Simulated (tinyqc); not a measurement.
Gap and screening length from two transmissions.

Inverse problem. At the source junction of a tunnel FET, T(w) = exp(-S), S = 2 pi lam sqrt(m/(C Eg)) [w + Eg/2 - sqrt(w (w + Eg))], C = hbar^2/(2 m0). Find Eg (between 0.1 and 3 eV) and lam.

Parameters, values chosen for the exercise: band-edge mass of the two-band model m = 0.075 m0.

Constants: q = 1.602176634e-19 C, hbar = 1.054571817e-34 J s, m0 = 9.1093837015e-31 kg, hbar^2/(2 m0) = 0.0380998212 eV nm^2. Results are converted to the units shown.

T(w) at w = 0.07 and 0.27 eV: [6.4391569e-6, 3.4088731e-4]

Answer. The ratio of the two exponents depends on Eg alone and falls steadily with it, which fixes Eg; either exponent then gives lam.

ratio of the two S = 1.497
Eg = 1.440 eV
lam = 3.500 nm

Computed by the program tinyqc: `OMP_NUM_THREADS=1 python tinyqc.py 2620048 2620049 out.jsonl`, one thread of a shared Intel Xeon 2.30GHz, about 0.01 s for the whole run.
